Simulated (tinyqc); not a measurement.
Worked calculation: CIS on RHF in the sto-3g basis, for H4, spin multiplicity 1. Computed by tinyqc, a small Python program that keeps every step (integrals from PySCF). Settings: charge = 0, multiplicity = 1, basis = sto-3g, method = RHF, energy threshold = 1e-10, iteration cap = 66, orthogonalisation = symmetric, start = Wolfsberg-Helmholz matrix, DIIS depth = 6. Command: `OMP_NUM_THREADS=1 python tinyqc.py 25933 25934 out.jsonl` (the two numbers bound the seeds that draw the settings). One thread of a shared host (Intel(R) Xeon(R) Processor @ 2.60GHz), about 0.03 s of CPU time with the checks. The early iterations of the SCF are left out here.

## One-electron integrals

Geometry (angstrom):

| atom | x | y | z |
|---|---|---|---|
| H | 0.0000 | 0.0000 | 0.0000 |
| H | 0.0000 | 0.0000 | 0.9090 |
| H | 0.0000 | 1.4650 | 0.0000 |
| H | 0.0000 | 1.4650 | 0.9090 |

Basis sto-3g: exponents (1/bohr^2) and contraction coefficients of normalised primitives:

| element | l (shell) | exponent | coefficient |
|---|---|---|---|
| H | s (1) | 3.4253 | 0.1543 |
| H | s (1) | 0.6239 | 0.5353 |
| H | s (1) | 0.1689 | 0.4446 |

Overlap, kinetic and nuclear-attraction integrals over the contracted functions; the nuclear repulsion is the sum of Za Zb / Rab.

nuclear repulsion = 2.500593 hartree

overlap S, lower triangle:
```
        1H 1s   2H 1s   3H 1s   4H 1s
1H 1s  1.0000
2H 1s  0.5516  1.0000
3H 1s  0.2699  0.1844  1.0000
4H 1s  0.1844  0.2699  0.5516  1.0000
```

kinetic energy T (hartree), lower triangle:
```
         1H 1s    2H 1s   3H 1s   4H 1s
1H 1s   0.7600
2H 1s   0.1486   0.7600
3H 1s   0.0128  -0.0036  0.7600
4H 1s  -0.0036   0.0128  0.1486  0.7600
```

nuclear attraction V (hartree), lower triangle:
```
         1H 1s    2H 1s    3H 1s    4H 1s
1H 1s  -2.4492
2H 1s  -1.2976  -2.4492
3H 1s  -0.5917  -0.4157  -2.4492
4H 1s  -0.4157  -0.5917  -1.2976  -2.4492
```

core Hamiltonian H = T + V (hartree), lower triangle:
```
         1H 1s    2H 1s    3H 1s    4H 1s
1H 1s  -1.6892
2H 1s  -1.1490  -1.6892
3H 1s  -0.5789  -0.4193  -1.6892
4H 1s  -0.4193  -0.5789  -1.1490  -1.6892
```

## Two-electron integrals

Functions are numbered as in S; the eight-fold symmetry (ij|kl) = (ji|kl) = (kl|ij) leaves the list below.

Two-electron integrals (ij|kl) in chemists' order, unique and non-zero (hartree):
```
(11|11) 0.7746   (21|11) 0.3533   (21|21) 0.1994   (22|11) 0.5087
(22|21) 0.3533   (22|22) 0.7746   (31|11) 0.1462   (31|21) 0.0720
(31|22) 0.1118   (31|31) 0.0417   (32|11) 0.0880   (32|21) 0.0511
(32|22) 0.0929   (32|31) 0.0259   (32|32) 0.0184   (33|11) 0.3532
(33|21) 0.1850   (33|22) 0.3041   (33|31) 0.1462   (33|32) 0.0929
(33|33) 0.7746   (41|11) 0.0929   (41|21) 0.0511   (41|22) 0.0880
(41|31) 0.0259   (41|32) 0.0182   (41|33) 0.0880   (41|41) 0.0184
(42|11) 0.1118   (42|21) 0.0720   (42|22) 0.1462   (42|31) 0.0322
(42|32) 0.0259   (42|33) 0.1118   (42|41) 0.0259   (42|42) 0.0417
(43|11) 0.1850   (43|21) 0.1046   (43|22) 0.1850   (43|31) 0.0720
(43|32) 0.0511   (43|33) 0.3533   (43|41) 0.0511   (43|42) 0.0720
(43|43) 0.1994   (44|11) 0.3041   (44|21) 0.1850   (44|22) 0.3532
(44|31) 0.1118   (44|32) 0.0880   (44|33) 0.5087   (44|41) 0.0929
(44|42) 0.1462   (44|43) 0.3533   (44|44) 0.7746
```

## Orthogonalisation

S = U s U^T; symmetric (Loewdin) form X = U s^(-1/2) U^T, so that X^T S X = 1.

eigenvalues of S: 0.3629  0.5339  1.0973  2.0059

X, lower triangle:
```
         1H 1s    2H 1s    3H 1s   4H 1s
1H 1s   1.1723
2H 1s  -0.3420   1.1723
3H 1s  -0.1350   0.0107   1.1723
4H 1s   0.0107  -0.1350  -0.3420  1.1723
```

## Iteration 2 (converged): orbitals

converged F (hartree), lower triangle:
```
         1H 1s    2H 1s    3H 1s    4H 1s
1H 1s  -0.3004
2H 1s  -0.5310  -0.3004
3H 1s  -0.2189  -0.1968  -0.3004
4H 1s  -0.1968  -0.2189  -0.5310  -0.3004
```

Diagonalise F' = X^T F X, C = X C', fill 2 alpha and 2 beta electrons from the bottom; D = 2 C_occ C_occ^T. Each column has its largest component positive (the first on a tie).

F' = X^T F X (hartree), lower triangle:
```
         1        2        3       4
1   0.0216
2  -0.5218   0.0216
3  -0.1372   0.0158   0.0216
4   0.0158  -0.1372  -0.5218  0.0216
```

orbital energies (hartree): MO1 -0.6217, MO2 -0.3788, MO3 0.3904, MO4 0.6965

coefficients C:
```
          MO1      MO2      MO3      MO4
1H 1s  0.3530   0.4773   0.6843   0.8300
2H 1s  0.3530   0.4773  -0.6843  -0.8300
3H 1s  0.3530  -0.4773   0.6843  -0.8300
4H 1s  0.3530  -0.4773  -0.6843   0.8300
```

D after iteration 2, lower triangle:
```
         1H 1s    2H 1s   3H 1s   4H 1s
1H 1s   0.7049
2H 1s   0.7049   0.7049
3H 1s  -0.2064  -0.2064  0.7049
4H 1s  -0.2064  -0.2064  0.7049  0.7049
```

## Convergence

Stop when the energy changes by less than 1e-10 hartree and every element of the error matrix X^T (F D S - S D F) X is below 3e-06.

Course of the cycle:

| iteration | E (hartree) | change | largest element of the error matrix |
|---|---|---|---|
| 1 | -2.089257 | - | 1.17e-15 |
| 2 | -2.089257 | 0.0000 | 6.41e-16 |

PySCF RHF in the same basis = -2.089257 hartree

Converged in 2 iterations.

## Integrals over molecular orbitals

(pq|rs) = sum C_ip C_jq C_kr C_ls (ij|kl), one index at a time.

one-electron integrals over orbitals h = C^T H C (hartree), lower triangle:
```
         1        2        3        4
1  -1.9125
2   0.0000  -1.6769
3   0.0000   0.0000  -1.3107
4   0.0000   0.0000   0.0000  -1.0485
```

Two-electron integrals over orbitals (pq|rs), unique and non-zero (hartree):
```
(11|11) 0.4890   (21|21) 0.1691   (22|11) 0.4855   (22|22) 0.4962
(31|31) 0.1101   (32|32) 0.0844   (33|11) 0.4739   (33|22) 0.4739
(33|33) 0.4817   (41|32) 0.0828   (41|41) 0.0814   (42|31) 0.1133
(42|42) 0.1232   (43|21) 0.1671   (43|43) 0.1834   (44|11) 0.4827
(44|22) 0.4920   (44|33) 0.4917   (44|44) 0.5103
```

## CIS matrix, singlets

A(ia,jb) = (e_a - e_i) d_ij d_ab + 2 (ia|jb) - (ij|ab).

CIS matrix A, singlet (hartree), lower triangle:
```
        1>3      1>4     2>3     2>4
1>3  0.7584
1>4  0.0000   0.9981
2>3  0.0000  -0.0014  0.4641
2>4  0.0595   0.0000  0.0000  0.8297
```

## CIS singlet states

dipole integrals <i|r|a> (bohr):
```
          x       y        z
1>3  0.0000  0.0000  -1.0539
1>4  0.0000  0.0000   0.0000
2>3  0.0000  0.0000   0.0000
2>4  0.0000  0.0000  -0.9937
```

Diagonalise A (1 hartree = 27.211386 eV); each vector has its largest component positive (the first on a tie). The transition dipole is mu = sqrt2 sum c_ia <i|r|a>.

singlet excitation energies (eV): 12.6297  19.7178  23.4954  27.1608

lowest vectors:
```
     state 1  state 2  state 3  state 4
1>3   0.0000   0.8701   0.4930   0.0000
1>4   0.0026   0.0000   0.0000   1.0000
2>3   1.0000   0.0000   0.0000  -0.0026
2>4   0.0000  -0.4930   0.8701   0.0000
```

oscillator strengths 2/3 w |mu|^2: 0.0000  0.1763  2.2055  0.0000

## CIS matrix, triplets

A(ia,jb) = (e_a - e_i) d_ij d_ab - (ij|ab).

CIS matrix A, triplet (hartree), lower triangle:
```
         1>3      1>4     2>3     2>4
1>3   0.5381
1>4   0.0000   0.8354
2>3   0.0000  -0.1671  0.2953
2>4  -0.1671   0.0000  0.0000  0.5832
```

## CIS triplet states

Diagonalise A (1 hartree = 27.211386 eV); each vector has its largest component positive (the first on a tie).

triplet excitation energies (eV): 6.7438  10.6687  19.8449  24.0253

lowest vectors:
```
     state 1  state 2  state 3  state 4
1>3   0.0000   0.7529  -0.6581   0.0000
1>4   0.2735   0.0000   0.0000   0.9619
2>3   0.9619   0.0000   0.0000  -0.2735
2>4   0.0000   0.6581   0.7529   0.0000
```
